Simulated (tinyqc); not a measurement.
Inside a calculation. Method: bound state in one dimension: Numerov shooting, finite differences, DVR. Computed by tinyqc, a small Python program that keeps every step. Settings: points = 48. Command: `OMP_NUM_THREADS=1 python tinyqc.py 26159 26160 out.jsonl` (the two numbers bound the seeds that draw the settings). One thread of a shared host (Intel(R) Xeon(R) Processor @ 2.60GHz), about 0.01 s of CPU time with the checks.

## Numerov steps at E = -11.6

One particle of mass 1 in V = -11.84 exp(-x^2/1.53^2) (atomic units), psi = 0 at both ends:
```
parameter                value
left end                    -7
right end                    7
intervals                   48
h                     0.291667
state sought (nodes)         2
```

k_i = 2 m (E - V_i); (1 + h^2 k_(i+1)/12) y_(i+1) = 2 (1 - 5 h^2 k_i/12) y_i - (1 + h^2 k_(i-1)/12) y_(i-1), from y_0 = 0, y_1 = 0.001.

Points along the way:
```
i           x          V           k               y
0   -7.000000  -9.61e-09  -23.200000        0.000000
1   -6.708333  -5.30e-08  -23.200000        0.001000
2   -6.416667  -2.72e-07  -23.199999        0.004362
3   -6.125000  -1.30e-06  -23.199997        0.018028
4   -5.833333  -0.000006  -23.199988        0.074277
5   -5.541667  -0.000024  -23.199952        0.305978
16  -2.333333  -1.156840  -20.886319  1617431.902700
17  -2.041667  -1.995311  -19.209379  6114835.003600
18  -1.750000  -3.200241  -16.799518        2.18e+07
19  -1.458333  -4.772983  -13.654034        7.11e+07
20  -1.166667  -6.619606   -9.960788        2.06e+08
21  -0.875000  -8.537082   -6.125836        5.17e+08
```

## Bisection on the node count

With more sign changes than the state has nodes (the last point included) the energy is too high, else too low; the bracket starts as -11.6 to -0.05.

Trials:
```
trial            E  sign changes  y at the right end   next
1      -5.82500000             2            4.14e+12  raise
2      -2.93750000             3           -7.41e+05  lower
3      -4.38125000             3           -1.09e+10  lower
4      -5.10312500             2            3.69e+10  raise
5      -4.74218750             3           -2.23e+10  lower
6      -4.92265625             3           -1.46e+10  lower
7      -5.01289062             2            2.43e+09  raise
8      -4.96777344             3           -7.74e+09  lower
9      -4.99033203             3           -3.13e+09  lower
10     -5.00161133             3           -4.74e+08  lower
11     -5.00725098             2            9.45e+08  raise
12     -5.00443115             2            2.27e+08  raise
13     -5.00302124             3           -1.25e+08  lower
14     -5.00372620             2            5.06e+07  raise
...            ...           ...                 ...    ...
29     -5.00352390             2            1.44e+03  raise
30     -5.00352389             3           -1.25e+03  lower
31     -5.00352390             2            9.31e+01  raise
```

eigenvalue = -5.00352390 hartree

## The same grid by other methods

Three-point finite differences and the sine-DVR kinetic matrix of Colbert and Miller on the same points.

Lowest levels (hartree):
```
state  finite differences         DVR
0              -10.353276  -10.330214
1               -7.581443   -7.482015
2               -5.204584   -4.992001
3               -3.213012   -2.898464
4               -1.616489   -1.262882
```
